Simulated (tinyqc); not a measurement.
Two-dimensional dopant profile at a mask edge: lateral junction, overlap and effective channel length: one step, computed by the program tinyqc. Command: `OMP_NUM_THREADS=1 python tinyqc.py 3012527 3012528 out.jsonl lateral walk`. One thread of a shared host (Intel(R) Xeon(R) Processor @ 2.30GHz), about 0.01 s of CPU time with the checks.

Ions enter for y < 0; the mask (spacer, then gate) covers y > 0. x is the depth. The surface reflects dopant during the anneal.

Question. Junction contour. Widths s_x^2 = (vertical straggle)^2 + 2 D t, s_y^2 = (lateral straggle)^2 + 2 D t. C(x, y) = V(x) (1/2) erfc(y/(sqrt2 s_y)), V(x) = Q/(sqrt(2 pi) s_x) [exp(-(x - R_p)^2/(2 s_x^2)) + exp(-(x + R_p)^2/(2 s_x^2))]; 1 nm = 1e-7 cm. The lateral junction at depth x solves C = C_B: y_j(x) = sqrt2 s_y erfc^-1(2 C_B/V(x)). Depths are 0, 0.15, 0.3, 0.45, 0.6, 0.75, 0.9 and 0.97 of x_j.

Inputs (values chosen for the exercise, modelled on a source-drain extension in silicon): dose Q = 2.2e+14 1/cm^2; projected range R_p = 11 nm; channel doping C_B = 1e+17 1/cm^3.

vertical junction x_j = 57.40632 nm

s_x = 12.84368 nm

s_y = 13.34204 nm

Give: Contour.

Answer.

Contour:
```
x/x_j  x (nm)  V (1/cm^3)  y_j (nm)
0.00     0.00   9.471e+19     41.01
0.15     8.61   8.846e+19     40.74
0.30    17.22   6.688e+19     39.61
0.45    25.83   3.620e+19     37.02
0.60    34.44   1.305e+19     32.35
0.75    43.05   3.044e+18     24.56
0.90    51.67   4.552e+17     10.32
0.97    55.68   1.609e+17     -4.13
```

The contour reaches furthest, 41.01 nm, at x/x_j = 0 among these rows, at the surface. It crosses the mask edge where V = 2 C_B.
